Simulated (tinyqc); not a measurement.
## Admittance spectroscopy of a deep trap: admittance against temperature

Schottky contact on an n-type layer with shallow donors Nd (all ionised) and a donor-like deep trap, neutral when filled and positive when empty; depletion approximation. Traps within lam of the depletion edge stay filled. The traps at xt = W - lam, where the level crosses the Fermi level, follow a slow signal and not a fast one. w = 2 pi f.

Emission rate en = sn vth(T) Nc(T) exp(-Et/kB T) = sn g T^2 exp(-Et/kB T), g = vth Nc/(300 K)^2, as vth goes as T^0.5 and Nc as T^1.5 (degeneracy factor 1). lam = sqrt(2 eps0 eps_r (EF - ET)/(q Nd)), EF - ET = Et - (kB T/q) ln(Nc(T)/Nd), Nc(T) = Nc (T/300 K)^1.5. In the steady state at the band bending V, 2 eps0 eps_r V/q = Nd W^2 + Nt (W - lam)^2 (the second term only if W > lam). V = Vbi + Vr. C_HF = eps0 eps_r/W, C_LF = eps0 eps_r (Nd + Nt)/(Nd W + Nt xt). Inflection frequency w0 = 2 en [1 + Nt xt/(Nd W)]; C = C_HF + (C_LF - C_HF)/(1 + (w/w0)^2), G/w = (C_LF - C_HF)(w/w0)/(1 + (w/w0)^2).

Inputs (values chosen for the exercise); material values close to those of gallium arsenide: relative permittivity eps_r = 12.7; conduction-band density of states at 300 K Nc = 4.47e17 cm^-3; thermal velocity at 300 K vth = 4.5e7 cm/s; shallow donor density Nd = 1.7e16 cm^-3; built-in voltage Vbi = 0.8 V; depth of the trap below the conduction edge Et = 0.59 eV; capture cross-section sn = 6.2e-15 cm^2; trap density Nt = 1.6e16 cm^-3; reverse bias Vr = 0.9 V; signal frequency f = 1.7e5 Hz.

Constants: q = 1.602176634e-19 C, kB = 1.380649e-23 J/K, eps0 = 8.8541878128e-14 F/cm where lengths are in cm. Results are converted to the units shown.

Results:
```
T (K)  w0/(2 pi) (Hz)  C (nF/cm^2)  G/w (nF/cm^2)
418              8381        32.64         0.6004
439           2.030e4        32.84          1.423
459           4.394e4        33.48          2.897
500           1.784e5        38.98          5.840
520           3.278e5        42.02          4.726
541           5.937e5        43.54          3.023
561           1.006e6        44.02          1.854
581           1.649e6        44.14          1.137
602           2.680e6        44.14         0.6947
622           4.141e6        44.10         0.4448
```

Estimate the missing row, T = 479 K.

Computed row:
```
T (K)  w0/(2 pi) (Hz)  C (nF/cm^2)  G/w (nF/cm^2)
479           8.949e4        35.35          4.876
```

With this row back in the table: G/w goes from 0.600 through a maximum of 5.84 (at T = 500 K among the rows listed) to 0.445 nF/cm^2, where w0 passes the signal: w0/(2 pi) rises from 8380 to 4.14e6 Hz. C goes from 32.64 through a maximum of 44.14 (at T = 581 and 602 K among the rows listed) to 44.10 nF/cm^2.

Program tinyqc, `OMP_NUM_THREADS=1 python tinyqc.py 2050159 2050160 out.jsonl`; Intel Xeon 2.30GHz, shared host, one thread, about 0.01 s.
